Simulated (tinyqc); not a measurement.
From results back to parameters: nanosheet or nanowire with hard walls, valleys of the Si type. Five cases, with inputs chosen for the exercise.

Problem. In a hard-walled rectangle E(n, l) = c pi^2 (n^2/(m_y W^2) + l^2/(m_z H^2)), c = hbar^2/2m0. Two levels were computed from hidden W and H.

Constants: hbar^2/2m0 = 3.80998211 eV angstrom^2.

Case 1.

Values chosen (out of a larger set: near those of Si; not measured data): m_y = 0.193 m0 (mass across the width); m_z = 0.913 m0 (mass along the height).

E(1, 1) = 0.048880 eV
E(2, 1) = 0.074858 eV

Case 2.

Values chosen (out of a larger set: near those of Si; not measured data): m_y = 0.192 m0 (mass across the width); m_z = 0.899 m0 (mass along the height).

E(1, 1) = 0.017241 eV
E(2, 1) = 0.043354 eV

Case 3.

Values chosen (out of a larger set: near those of Si; not measured data): m_y = 0.193 m0 (mass across the width); m_z = 0.93 m0 (mass along the height).

E(1, 1) = 0.014141 eV
E(2, 1) = 0.030333 eV

Case 4.

Values chosen (out of a larger set: near those of Si; not measured data): m_y = 0.188 m0 (mass across the width); m_z = 0.931 m0 (mass along the height).

E(1, 1) = 0.012533 eV
E(2, 1) = 0.029155 eV

Case 5.

Values chosen (out of a larger set: near those of Si; not measured data): m_y = 0.191 m0 (mass across the width); m_z = 0.904 m0 (mass along the height).

E(1, 1) = 0.032635 eV
E(2, 1) = 0.098078 eV

Find: width term; height term; W; H.

Solution. The difference of the two levels is three times the width term; the rest of E(1, 1) is the height term.

Case 1.

width term = 8.66 meV
height term = 40.22 meV
W = 150.0 angstrom
H = 32.0 angstrom

Case 2.

width term = 8.70 meV
height term = 8.54 meV
W = 150.0 angstrom
H = 70.0 angstrom

Case 3.

width term = 5.40 meV
height term = 8.74 meV
W = 190.0 angstrom
H = 68.0 angstrom

Case 4.

width term = 5.54 meV
height term = 6.99 meV
W = 190.0 angstrom
H = 76.0 angstrom

Case 5.

width term = 21.81 meV
height term = 10.82 meV
W = 95.0 angstrom
H = 62.0 angstrom

Computed by tinyqc, one run a case: `OMP_NUM_THREADS=1 python tinyqc.py N N+1 out.jsonl` with N = 1280913, 1280926, 1280938, 1280998, 1281041; one thread of a shared Intel(R) Xeon(R) Processor @ 2.30GHz, about 0.06 s a run at most.
